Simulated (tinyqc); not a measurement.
Worked calculation: rapid thermal processing of a wafer: radiative balance, ramp and cooling, pattern effects, pyrometer error and spike budget. Computed by tinyqc, a small Python program that keeps every step. Command: `OMP_NUM_THREADS=1 python tinyqc.py 3111783 3111784 out.jsonl rtp walk`. One thread of a shared host (Intel(R) Xeon(R) Processor @ 2.30GHz), about 0.04 s of CPU time with the checks. Intermediate numbers are printed to about 7 digits and carried at full precision; extremes and crossings named in words are read from the listed rows.

The wafer is opaque and uniform through its thickness unless said otherwise; temperatures in formulas are in kelvin (C + 273.15). sigma = 5.670374419e-12 W/(cm^2 K^4).

Inputs (values chosen for the exercise, modelled on a hot silicon wafer):
```
quantity                                              value         unit
wafer thickness d                                       725   micrometre
heat capacity per volume C                              2.1   J/(cm^3 K)
thermal conductivity k                                  0.3     W/(cm K)
emissivity eps of each face                            0.56            -
reflectivity of the chamber walls r                     0.3            -
gas heat-transfer coefficient h, both faces together    2.1  mW/(cm^2 K)
wall temperature T_w                                    500            K
process temperature                                     788            C
starting temperature                                    550            C
ramp rate                                                48          K/s
relative change of absorptivity over a pattern          3.2            %
period of the pattern                                   8.6           mm
pyrometer wavelength                                    4.5   micrometre
error of the assumed emissivity                         4.9            %
activation energy of the process E_a                   3.66           eV
```

Constants: k_B = 8.617333262e-05 eV/K; h = 6.62607015e-34 J s; c = 299792458 m/s; k_B = 1.380649e-23 J/K.

## Power to hold and to ramp

Effective emissivity between parallel grey plates: eps_eff = 1/(1/eps + 1/(1 - r) - 1). Loss per area q(T) = 2 eps_eff sigma (T^4 - T_w^4) + h (T - T_w). Absorbed power during a ramp = q(T) + C d x ramp rate; thermal time constant tau = C d/(dq/dT), dq/dT = 8 eps_eff sigma T^3 + h; natural cooling rate q/(C d); front-to-back difference under one-sided heating at the end of the ramp = (absorbed power) d/(2 k).

eps_eff = 0.4516129

holding power q = 7.352357 W/cm^2

power at the end of the ramp = 14.66036 W/cm^2

dq/dT = 26.57927 mW/(cm^2 K)

time constant tau = 5.728149 s

natural cooling rate = 48.29134 K/s

front-to-back difference = 1.771460 K

Radiation carries 84 % of the loss. The ramp needs 2.0 times the holding power.

## Cooling curve

Cooling with the lamps off: C d dT/dt = -q(T), integrated adaptively (relative tolerance 1e-10).

Lamps off at t = 0:
```
t (s)     T (C)  cooling rate (K/s)
0.57   761.7699            43.86598
1.10   739.4777            40.33947
2.30   695.1087            33.92389
4.00   643.3389            27.37559
5.70   600.9820            22.69875
8.60   543.6601            17.24123
14.00  468.1001            11.38081
23.00  389.8048             6.64328
```

The rate falls from 48.3 K/s at t = 0 to 6.64 K/s in the last row.

## Thermal budget of a spike

Spike anneal: linear ramp to the peak, then lamps off. Equivalent time at the peak = int exp(-(E_a/k_B)(1/T - 1/T_peak)) dt; estimate (k_B T^2/E_a)(1/ramp rate + 1/cooling rate). The ramp part uses 4000 trapezoid steps, the cooling part 4000 steps over 4 tau. Time within 50 K of the peak from the same curves.

equivalent time, ramp = 0.5266191 s

equivalent time, cooling = 0.5748582 s

equivalent time, total = 1.101477 s

estimate = 1.101342 s

time within 50 K of the peak = 2.178403 s

Cooling supplies 52 % of the budget.

## What a faster ramp buys

The formulas are those given above.

Against the ramp rate:
```
ramp (K/s)  ramp part (s)  cooling part (s)  total (s)  power at the peak (W/cm^2)
10               2.527771         0.5748582   3.102630                      8.8749
25               1.011109         0.5748582   1.585967                     11.1586
50               0.505554         0.5748582   1.080412                     14.9649
100              0.252777         0.5748582   0.827635                     22.5774
250              0.101111         0.5748582   0.675969                     45.4149
500              0.050555         0.5748582   0.625414                     83.4774
1000             0.025278         0.5748582   0.600136                    159.6024
```

From 10 to 100 K/s the total falls by a factor 3.7, from 100 to 1000 K/s by 1.38: the cooling part, 0.575 s, is a floor, and the natural cooling rate here is 48.3 K/s.

## Pattern effect

At steady state a sinusoidal change of absorbed power of relative amplitude a and period p gives the temperature amplitude a q/(dq/dT + k d (2 pi/p)^2); healing length l = sqrt(k d/(dq/dT)); process change = E_a dT/(k_B T^2). Emissivity is taken as unchanged.

healing length l = 9.046032 mm

amplitude without lateral conduction = 8.851840 K

amplitude = 0.1981180 K

change of the process rate = 0.7472716 %

Lateral conduction cuts the amplitude to 2.2 %, since p/(2 pi l) = 0.15.

## Pyrometer error

Signal proportional to eps/(exp(c2/(lambda T)) - 1), c2 = h c/k_B. If the assumed emissivity is too high by the given error, the reading T' solves (1 + error)/(exp(c2/(lambda T')) - 1) = 1/(exp(c2/(lambda T)) - 1). Wien estimate: T' - T = -lambda T^2 ln(1 + error)/c2. Process rates go as exp(-E_a/(k_B T)).

c2 = 14387.77 micrometre K

c2/(lambda T) = 3.013035

reading less true temperature = -15.79949 K

Wien estimate = -16.84766 K

rate at T over rate at T', less 1 = 83.11432 %

Caution: below about 600 C lightly doped silicon is partly transparent at this wavelength, so its emissivity is not yet the hot value early in the ramp.

Checks made by the program: cooling time against quadrature of C d dT/q (relative difference 4e-08).
